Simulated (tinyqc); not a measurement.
The internal displacement: deformation potentials from a strained empirical pseudopotential.

Diamond lattice, no spin-orbit coupling. Atomic form factor V(q) = a1 (q^2 - a2)/(a3 exp(a4 q^2) - 1) in rydberg with q in 1/bohr, for the unstrained cell. Under a strain e the reciprocal vectors and k go over into (1 + e)^(-1) G, the atoms sit at +/- tau with tau = (1 + e) a (1,1,1)/8 - zeta a (eyz, ezx, exy)/4, and H(G,G') = c |k + G|^2 delta + (V(q)/det(1 + e)) cos(q.tau), q = G - G', with the term q = 0 left out; c = hbar^2/2m0. The basis is fixed before straining: all G with |k + G|^2 up to 16 (2 pi/a)^2. k is given in units of 2 pi/a of the unstrained cell.

Constants: hbar^2/2m0 = 3.80998211 eV angstrom^2; Ry = 13.60569312 eV; a0 (Bohr radius) = 0.5291772105 angstrom.

Parameters, chosen for this exercise (out of a larger set: near those of Si; not measured data):
```
symbol  value                         unit      meaning
a       5.441                         angstrom  lattice constant
A       (0.537, 2.199, 2.058, 0.487)            a1 (Ry bohr^2), a2 (1/bohr^2), a3, a4 (bohr^2)
h       0.001                                   size of the test strain
```

Xu of L (level 5, the lowest empty one) and d from exy = eyz = ezx = h for several zeta: Xu = [E(L [111]) - E(L [1-1-1])]/((8/3) h), d = (single valence level - pair)/(3 sqrt(3) h). zeta = 0 strains the bonds with the lattice; zeta = 1 keeps all four bond lengths equal to first order.

Results:
```
zeta  Xu (L) (eV)  d (eV)
0.00        10.84    0.92
0.50        11.77   -3.74
0.60        11.95   -4.67
0.75        12.23   -6.07
1.00        12.70   -8.40
```

Give the missing row, zeta = 0.25.

Computed row:
```
zeta  Xu (L) (eV)  d (eV)
0.25        11.30   -1.41
```

From zeta = 0 to 1, d goes from 0.92 to -8.40 eV and Xu (L) from 10.84 to 12.70 eV, both nearly linearly: the displacement is an optical-phonon mode, and d = d(0) - zeta d0/4 gives its deformation potential d0 = 37 eV. Leaving the relaxation out (zeta = 0 for 0.5) moves d by +4.66 eV, which reverses its sign, and Xu (L) by -0.92 eV. Tetragonal strain has no such freedom.

(tinyqc, `OMP_NUM_THREADS=1 python tinyqc.py 1850091 1850092 out.jsonl`, Intel(R) Xeon(R) Processor @ 2.30GHz, 1 thread, shared host, about 0.2 s.)
